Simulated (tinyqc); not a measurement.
Valley-orbit splitting of a donor ground state, with strain: one step, computed by the program tinyqc. Command: `OMP_NUM_THREADS=1 python tinyqc.py 3010566 3010567 out.jsonl valleyorbit walk`. One thread of a shared host (Intel(R) Xeon(R) Processor @ 2.30GHz), about 0.01 s of CPU time with the checks.

The basis is the 1s envelope in each valley; energies are counted from the unstrained conduction-band edge. The strain is e_s (a a^T - 1/3) for the unit stress axis a, so valley j along n_j moves by Xi_u e_s w_j with w_j = (n_j.a)^2 - 1/3: +1/6 for x and y, -1/3 for z. The splitting at the zone boundary that a [110] shear adds for <100> valleys is left out.

Task: Levels and ground state under strain. Diagonalise H; the ground vector has positive components. The density at the nucleus, and so the contact hyperfine coupling, scales as (sum_j c_j)^2/(number of valleys), which is 1 without strain; the envelopes are held fixed.

Valleys: six along <100>. Stress axis: [110].

H (meV), rows +x, -x, +y, -y, +z, -z:
$$\begin{pmatrix}
-38.132 & -2.670 & -4.170 & -4.170 & -4.170 & -4.170 \\
-2.670 & -38.132 & -4.170 & -4.170 & -4.170 & -4.170 \\
-4.170 & -4.170 & -38.132 & -2.670 & -4.170 & -4.170 \\
-4.170 & -4.170 & -2.670 & -38.132 & -4.170 & -4.170 \\
-4.170 & -4.170 & -4.170 & -4.170 & -36.956 & -2.670 \\
-4.170 & -4.170 & -4.170 & -4.170 & -2.670 & -36.956
\end{pmatrix}$$

Give: levels; valley amplitudes of the ground state; hyperfine ratio A/A_0.

Result:

levels (meV): [-57.10, -35.46, -35.46, -34.29, -32.46, -31.67]

valley amplitudes of the ground state: +x 0.4144, -x 0.4144, +y 0.4144, -y 0.4144, +z 0.3956, -z 0.3956

hyperfine ratio A/A_0 = 0.9995
